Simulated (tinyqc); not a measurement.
MOS structure on a p-type body with a surface-enhanced doping, non-linear Poisson equation by Newton steps: two steps of the calculation.

One dimension, insulator interface at x = 0, acceptor density Na + N0 exp(-x/Ls), net doping C = -(acceptor density). psi is counted from the intrinsic level: n = ni exp((psi - Vb)/Vt), p = ni exp(-psi/Vt); deep in the body psi_b = -Vt ln(Na/ni). The gate acts through Cox = eps0 eox/tox and has the potential psi_G = Vg - (phiM - chi - Vt ln(Nc/ni)). Boltzmann statistics, full ionisation, classical densities, no oxide or interface charge.

Parameters, values chosen for the exercise; band and dielectric values those of a made-up semiconductor:
```
symbol    value   unit                                                                 meaning
T           350      K                                                             temperature
Eg        0.984     eV                                                                band gap
Nc      4.35e19  cm^-3                                  conduction-band density of states at T
Nv      2.67e19  cm^-3                                     valence-band density of states at T
chi        3.69     eV                                                       electron affinity
eox         3.9         relative permittivity of the gate insulator (close to silicon dioxide)
tox         1.7     nm                                                     insulator thickness
phiM       3.87     eV                                                      gate work function
Vb          0.5      V                         electron quasi-Fermi potential against the body
Vg          1.3      V                                           gate voltage against the body
```

Constants: q = 1.602176634e-19 C, kB = 1.380649e-23 J/K, Vt = kB T/q, eps0 = 8.8541878128e-14 F/cm where lengths are in cm. Results are converted to the units shown.

Task 1. Densities, residual and Jacobian diagonal. n_i = ni exp((psi_i - Vb)/Vt), p_i = ni exp(-psi_i/Vt), rho_i = p_i - n_i + C_i, g_i = (n_i + p_i)/Vt. Box widths w_i = (h_(i-1) + h_i)/2 in cm. Residual F_i = a_i (psi_(i+1) - psi_i) - a_(i-1) (psi_i - psi_(i-1)) + q rho_i w_i; Jacobian: a_(i-1) and a_i beside the diagonal, b_i = -a_(i-1) - a_i - q g_i w_i on it. Node 0 is free: w_0 = h_0/2, F_0 = a_0 (psi_1 - psi_0) + Cox (psi_G - psi_0) + q rho_0 w_0, b_0 = -a_0 - Cox - q g_0 w_0, with Cox = eps0 eox/tox, psi_G = Vg - (phiM - chi - Vt ln(Nc/ni)). The last node is fixed.

```
node	x (nm)	psi at the start (V)	net doping C (cm^-3)
0	0	1.6193607	-3.59e18
1	0.3	1.6157670	-3.4750425e18
2	0.733	1.6105801	-3.3163636e18
3	1.36	1.6030692	-3.1009446e18
4	2.26	1.5922882	-2.8191492e18
5	3.56	1.5767155	-2.4630158e18
6	5.44	1.5541950	-2.0382864e18
7	8.15	1.5217319	-1.5744143e18
8	12.1	1.4744149	-1.1216457e18
9	17.7	1.4073326	-7.5958084e17
10	25.8	1.3103028	-5.2762941e17
11	37.6	1.1689508	-4.2264006e17
12	54.6	0.9653080	-3.9410567e17
13	79	0.6730207	-3.9020946e17
14	114	0.2537562	-3.9000293e17
15	165	-0.3571721	-3.9000001e17
```

coupling a_i, interval 0 to 14 (F/cm^2): 3.6007030e-5  2.4947134e-5  1.7228244e-5  1.2002343e-5  8.3093147e-6  5.7458027e-6  3.9860181e-6  2.7347112e-6  1.9289481e-6  1.3335937e-6  9.1543298e-7  6.3541818e-7  4.4270939e-7  3.0863169e-7  2.1180606e-7
ni = 2.8055116e12 cm^-3

Wanted: n; p; residual F; diagonal b.

Result 1.

```
node	n (cm^-3)	p (cm^-3)
0	3.682e28	1.350e-11
1	3.269e28	1.521e-11
2	2.752e28	1.806e-11
3	2.145e28	2.316e-11
4	1.501e28	3.312e-11
5	8.954e27	5.550e-11
6	4.244e27	1.171e-10
7	1.446e27	3.436e-10
8	3.013e26	1.650e-9
9	3.259e25	1.525e-8
10	1.306e24	3.806e-7
11	1.204e22	4.129e-5
12	1.407e19	0.03533
13	8.698e14	571.4
14	7.985e8	6.224e8
15	1.274	3.900e17
```

```
node	residual F (C/cm^2)	diagonal b (F/cm^2)
0	-88.5	-2934
1	-191.9	-6363
2	-233.7	-7748
3	-262.4	-8701
4	-264.5	-8769
5	-228.1	-7563
6	-156.0	-5174
7	-77.2	-2559
8	-23.0	-764.2
9	-3.6	-118.6
10	-0.2	-6.902
11	0.0	-0.09207
12	0.0	-1.557e-4
13	0.0	-7.651e-7
14	0.0	-5.204e-7
```

Task 2. Converged densities and sheet charges. n and p as above; box widths w_i (half boxes at both ends); band bending psi_0 - psi_b; N_inv = sum w n; N_dep = -sum w (p + C); centroid sum w n x/N_inv; gate charge Cox (psi_G - psi_0)/q.

```
node	x (nm)	converged psi (V)	net doping C (cm^-3)
0	0	1.0140878	-3.59e18
1	0.3	0.9849135	-3.4750425e18
2	0.733	0.9499651	-3.3163636e18
3	1.36	0.9051615	-3.1009446e18
4	2.26	0.8459619	-2.8191492e18
5	3.56	0.7670012	-2.4630158e18
6	5.44	0.6638188	-2.0382864e18
7	8.15	0.5338911	-1.5744143e18
8	12.1	0.3752290	-1.1216457e18
9	17.7	0.1947759	-7.5958084e17
10	25.8	-0.0037263	-5.2762941e17
11	37.6	-0.2010197	-4.2264006e17
12	54.6	-0.3325991	-3.9410567e17
13	79	-0.3555714	-3.9020946e17
14	114	-0.3571199	-3.9000293e17
15	165	-0.3571721	-3.9000001e17
```

ni = 2.8055116e12 cm^-3

Give: n; p; band bending; N_inv; N_dep; centroid of the electrons; gate charge over q.

Result 2.

```
node	n (cm^-3)	p (cm^-3)
0	7.088e19	0.007011
1	2.694e19	0.01845
2	8.457e18	0.05876
3	1.915e18	0.2596
4	2.689e17	1.848
5	1.962e16	25.33
6	6.411e14	775.3
7	8.630e12	5.759e4
8	4.481e10	1.109e7
9	1.130e8	4.399e9
10	1.566e5	3.174e12
11	225.8	2.201e15
12	2.878	1.727e17
13	1.344	3.698e17
14	1.277	3.893e17
15	1.274	3.900e17
```

band bending = 1.371 V
N_inv = 2.678e12 cm^-2
N_dep = 4.996e12 cm^-2
centroid of the electrons = 0.3370 nm
gate charge over q = 7.674e12 cm^-2

N_inv + N_dep is within 0.01 % of the gate charge.

Computed by the program tinyqc: `OMP_NUM_THREADS=1 python tinyqc.py 2080086 2080087 out.jsonl`, one thread of a shared Intel Xeon 2.30GHz, about 0.3 s for the whole run.
